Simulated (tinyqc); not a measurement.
Interlayer thickness: switching kinetics of a ferroelectric film and the memory window of a ferroelectric gate stack. Computed by tinyqc, a small Python program. Command: `OMP_NUM_THREADS=1 python tinyqc.py 3010414 3010415 out.jsonl feswitch walk`. One thread of a shared host (Intel(R) Xeon(R) Processor @ 2.30GHz), about 0.01 s of CPU time with the checks.

Fields in MV/cm; 1 microcoulomb/cm^2 over eps_0 is 11.29409 MV/cm. In the stack (metal, ferroelectric, interlayer, channel) the channel is taken as a conductor.

Inputs (values chosen for the exercise, for a model film):
```
quantity,value,unit
saturation polarisation P_s,25,microcoulomb/cm^2
ratio P_r/P_s,0.9,-
coercive field E_c,0.93,MV/cm
permittivity of the ferroelectric eps_F,36,-
thickness t_F,7.9,nm
permittivity of the interlayer eps_I,7.5,-
share s of P screened by trapped charge,0.68,-
pulse height V,5.1,V
breakdown field of the interlayer,13,MV/cm
```

Method. Series stack: V = E_F t_F + E_I t_I and eps_I E_I = eps_F E_F + (1 - s) P/eps_0. E_I is for P = +P_s at the pulse height, the depolarising field for P = +P_r at V = 0; V needed puts E_F = 1.5 E_c after switching.

Stack against t_I:
```
t_I (nm),E_F after (MV/cm),E_I (MV/cm),depolarising field / E_c,V needed (V)
0.3,5.0734,36.400,0.3745,1.6643
0.5,4.3666,33.007,0.5659,2.0392
0.8,3.5232,28.958,0.7944,2.6015
1.2,2.6752,24.888,1.0242,3.3512
1.6,2.0362,21.821,1.1973,4.1009
2.0,1.5375,19.427,1.3324,4.8507
3.0,0.6663,15.245,1.5684,6.7250
```

Each nanometre of interlayer costs 1.87 V, against 0.14 V for a nanometre of ferroelectric. The depolarising field grows from 0.37 to 1.57 E_c. At E_F = 1.5 E_c the interlayer carries (1.5 eps_F E_c + (1 - s) P_s/eps_0)/eps_I = 18.7 MV/cm whatever its thickness, above its breakdown field of 13 MV/cm, so the voltages in the last column could not be applied without breakdown. Caution: rows with E_I above the breakdown field of the interlayer cannot be reached without charge injection. Caution: where E_F after switching is below E_c the switching stalls before P_s, and where the depolarising field exceeds E_c the state switches back, so those rows describe states that are not held.
